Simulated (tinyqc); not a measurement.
Inside a calculation. Model: formation energy of a charged point defect from supercell energies. Computed by tinyqc, a small Python program that keeps every step. Command: `OMP_NUM_THREADS=1 python tinyqc.py 3023189 3023190 out.jsonl formation walk`. One thread of a shared host (Intel(R) Xeon(R) Processor @ 2.30GHz), about 0.01 s of CPU time with the checks. Intermediate numbers are printed to about 6 digits and carried at full precision; extremes and crossings named in words are read from the listed rows.

The host is a compound AB. Making the defect adds n_A = 1, n_B = -1 atoms to the cell. All total energies are inputs. E_F is counted from the valence-band maximum (VBM); x = 0 is A-rich and x = 1 B-rich growth.

Inputs (values chosen for the exercise, for a model compound AB):

| quantity | value | unit |
|---|---|---|
| gap E_g | 5.85 | eV |
| E_VBM of the host cell | 5.014 | eV |
| potential alignment dV | -0.043 | eV |
| dielectric constant eps | 9.69 | - |
| cell length L | 12.2 | angstrom |
| mu_A of the pure element | -2.744 | eV |
| mu_B of the pure element | -4.626 | eV |
| formation enthalpy dH of AB | -2.79 | eV |
| growth condition x | 0.63 | - |
| Fermi level E_F | 4.91 | eV |
| temperature T | 1000 | K |
| site density N_s | 2.8e+22 | cm^-3 |

Defect: A on a B site. Supercell lattice: sc.

charge states q: 1  0  -1

E(defect, q) - E(host), in the order of q (eV): -3.789  3.758  12.115

Constants: e^2/(4 pi eps_0) = 14.39964548 eV angstrom; k_B = 8.617333262e-05 eV/K.

## Chemical potentials

dmu_A = x dH and dmu_B = (1 - x) dH, so that dmu_A + dmu_B = dH; mu = mu(element) + dmu. The reservoir term is sum n_i mu_i.

dmu_A = -1.7577 eV

dmu_B = -1.0323 eV

sum n_i mu_i = 1.1566 eV

## Image-charge corrections

Image-charge correction of a point charge in a neutralising background: E_corr = q^2 alpha e^2/(4 pi eps_0) / (2 eps L), alpha = 2.837297 for a sc array with L the cube root of the volume.

E_corr (eV): (q=+1) 0.172800, (q=0) 0.000000, (q=-1) 0.172800

## Formation energies at E_F = 0

E_f(q, E_F) = [E(defect, q) - E(host)] - sum n_i mu_i + q (E_VBM + dV + E_F) + E_corr(q).

E_f(q, 0) (eV): (q=+1) 0.19820, (q=0) 2.60140, (q=-1) 6.16020

## Transition levels and the lower envelope

eps(q/q') = [E_f(q', 0) - E_f(q, 0)]/(q - q'). U of state q is eps(q/q-1) - eps(q+1/q). The stable state at each E_F is the lowest line E_f(q, 0) + q E_F.

One-electron levels above the VBM (eV):

| level | energy | U of the state between this level and the next |
|---|---|---|
| (+1/0) | 2.40320 | 1.15560 |
| (0/-1) | 3.55880 | - |

Stable states:

| q | from E_F (eV) | to E_F (eV) |
|---|---|---|
| +1 | 0.00000 | 2.40320 |
| 0 | 2.40320 | 3.55880 |
| -1 | 3.55880 | 5.85000 |

Stable in the gap, from the VBM up: +1, 0, -1.

## The first and the last level

eps(q/q-1) = E_f(q - 1, 0) - E_f(q, 0).

level (+1/0) = 2.40320 eV

level (0/-1) = 3.55880 eV

## Concentrations at the given E_F and T

E_f(q, E_F) = E_f(q, 0) + q E_F. c_q = N_s exp(-E_f(q, E_F)/k_B T), with all degeneracy factors one and no vibrational entropy.

Charge states:

| q | E_f (eV) | c_q (cm^-3) | share |
|---|---|---|---|
| +1 | 5.10820 | 5.04620e-04 | 3.60193e-20 |
| 0 | 2.60140 | 2.17110e+09 | 1.54971e-07 |
| -1 | 1.25020 | 1.40097e+16 | 1.00000e+00 |

lowest formation energy = 1.25020 eV

total concentration = 1.40097e+16 cm^-3

mean charge = -1.000000 e

State -1 holds 100.0 % of the defects.

## Fermi level and growth conditions

Each entry is the lowest E_f over q.

Lowest formation energy (eV):

| E_F (eV) | stable q | A-rich, x = 0 | x = 0.5 | B-rich, x = 1 |
|---|---|---|---|---|
| 0.000 | +1 | -3.31720 | -0.52720 | 2.26280 |
| 0.731 | +1 | -2.58620 | 0.20380 | 2.99380 |
| 1.462 | +1 | -1.85520 | 0.93480 | 3.72480 |
| 2.194 | +1 | -1.12320 | 1.66680 | 4.45680 |
| 2.925 | 0 | -0.91400 | 1.87600 | 4.66600 |
| 3.656 | -1 | -1.01120 | 1.77880 | 4.56880 |
| 4.387 | -1 | -1.74220 | 1.04780 | 3.83780 |
| 5.119 | -1 | -2.47420 | 0.31580 | 3.10580 |
| 5.850 | -1 | -3.20520 | -0.41520 | 2.37480 |

Going from A-rich to B-rich growth shifts every line by +5.580 eV and moves no transition level. The slope of the envelope is the stable charge, so E_f is highest at E_F = 2.92 eV of those listed, and it falls on both sides: the defect is amphoteric and compensates either doping. Under A-rich growth E_f is negative in every row: the host would not be stable against this defect at that limit.

## What the corrections do to the levels

Levels eps(q/q-1) with the terms q dV and E_corr left out or kept.

Levels above the VBM (eV):

| level | raw | with alignment | with image charge | with both |
|---|---|---|---|---|
| (+1/0) | 2.533 | 2.57600 | 2.36020 | 2.40320 |
| (0/-1) | 3.343 | 3.38600 | 3.51580 | 3.55880 |

Alignment moves every level by -dV = +0.043 eV. The image term moves eps(q/q-1) by (1 - 2q) E_corr(1): (+1/0) by -0.173, (0/-1) by +0.173 eV, donor levels down and acceptor levels up. It adds 2 E_corr(1) = 0.346 eV to every U.

Checks made by the program: envelope against a direct minimum on a grid (relative difference below 1e-10).
